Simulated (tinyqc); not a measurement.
# MOS structure on a p-type body, non-linear Poisson equation by Newton steps: two studies

One dimension, insulator interface at x = 0, acceptor density Na, uniform, net doping C = -(acceptor density). psi is counted from the intrinsic level: n = ni exp((psi - Vb)/Vt), p = ni exp(-psi/Vt); deep in the body psi_b = -Vt ln(Na/ni). The gate acts through Cox = eps0 eox/tox and has the potential psi_G = Vg - (phiM - chi - Vt ln(Nc/ni)). Boltzmann statistics, full ionisation, classical densities, no oxide or interface charge. Acceptors in real wide-gap material are deep and only partly ionised in the neutral body.

Values chosen for this exercise; band and dielectric values close to those of 4H silicon carbide:
- T = 250 K (temperature)
- Eg = 3.21 eV (band gap)
- eps_r = 9.74 (relative permittivity)
- Nc = 1.29e19 cm^-3 (conduction-band density of states at T)
- Nv = 1.91e19 cm^-3 (valence-band density of states at T)
- chi = 3.54 eV (electron affinity)
- Na = 2e17 cm^-3 (acceptor density deep in the body)
- eox = 21.7 (relative permittivity of the gate insulator (close to hafnium oxide))
- tox = 3.9 nm (insulator thickness)
- phiM = 3.95 eV (gate work function)
- Vb = 0.7 V (electron quasi-Fermi potential against the body)

Constants: q = 1.602176634e-19 C, kB = 1.380649e-23 J/K, Vt = kB T/q, eps0 = 8.8541878128e-14 F/cm where lengths are in cm. Results are converted to the units shown.

Each table varies one quantity; the others keep the values above.

## Charge and capacitance against gate voltage

ni = sqrt(Nc Nv) exp(-Eg/(2 Vt)), Eg in volts. The Poisson equation d/dx(eps0 eps_r dpsi/dx) = -q (p - n + C), with eps0 eps_r dpsi/dx = -Cox (psi_G - psi_0) at x = 0, is solved on a mesh of about 600 nodes or more. N_inv is the integral of n less its value deep in the body. C_LF = Cox (1 - dpsi_0/dVg) with all carriers following; C_HF is the same with the electron quasi-Fermi level shifting uniformly so that N_inv stays fixed. The centroid is that of the same excess.

Charge and capacitance against gate voltage:
```
Vg (V),psi_0 - psi_b (V),N_inv (cm^-2),C_LF/Cox,C_HF/Cox,centroid (nm)
0.89,3.50,3.23e5,0.0126,0.0126,0.426
1.03,3.64,1.94e8,0.0127,0.0124,0.418
1.18,3.78,1.45e11,0.183,0.0122,0.405
1.32,3.85,2.36e12,0.734,0.0121,0.340
1.46,3.88,5.83e12,0.854,0.0121,0.280
1.6,3.90,9.61e12,0.899,0.0121,0.238
1.75,3.91,1.38e13,0.924,0.0121,0.206
1.89,3.92,1.78e13,0.939,0.0121,0.184
```

Read the table: what changes, and by how much?

N_inv goes from 3.23e5 to 1.78e13 cm^-2 and passes 2e11 cm^-2 at Vg = 1.19 V. Below threshold it takes 50.4 mV a decade between Vg = 0.89 and 1.03 V, against Vt ln 10 = 49.6 mV. C_LF/Cox is lowest, 0.0126, at Vg = 0.89 V among the rows listed and ends at 0.939, while C_HF/Cox ends at 0.0121. Between the last two rows q dN_inv/dVg is 0.932 Cox. Where the classical centroid is under about 2 nm, confinement would move the charge away from the interface and raise the threshold. Above about 2e12 cm^-2 degeneracy matters too.

## Effect of the electron quasi-Fermi potential against the body on threshold, swing and body effect

VT is the Vg at which N_inv = 2e11 cm^-2. m = 1/(dpsi_0/dVg) at N_inv = 1e8 cm^-2; the swing is the Vg between N_inv = 1e8 and 1e9 cm^-2; body coefficient [VT(Vb + 0.05 V) - VT(Vb)]/0.05 V - 1.

Effect of the electron quasi-Fermi potential against the body on threshold, swing and body effect:
```
Vb (V),VT (V),psi_0 - psi_b at VT (V),m - 1,swing (mV/decade),body coefficient
0,0.478,3.09,0.0142,50.5,0.0170
0.3,0.783,3.39,0.0135,50.5,0.0161
0.6,1.09,3.69,0.0129,50.4,0.0153
0.9,1.39,3.99,0.0124,50.4,0.0146
1.2,1.70,4.29,0.0119,50.4,0.0140
1.5,2.00,4.59,0.0115,50.3,0.0134
1.8,2.30,4.89,0.0111,50.3,0.0130
```

As Vb goes from 0 to 1.8, VT rises from 0.478 to 2.30 V, the swing stays near 50.4 mV/decade and the body coefficient falls from 0.0170 to 0.0130. The swing stays within 0.42 % of m Vt ln 10, and the body coefficient within 0.0029 of m - 1.

Program tinyqc, `OMP_NUM_THREADS=1 python tinyqc.py 2080165 2080166 out.jsonl`; Intel Xeon 2.30GHz, shared host, one thread, about 0.6 s.
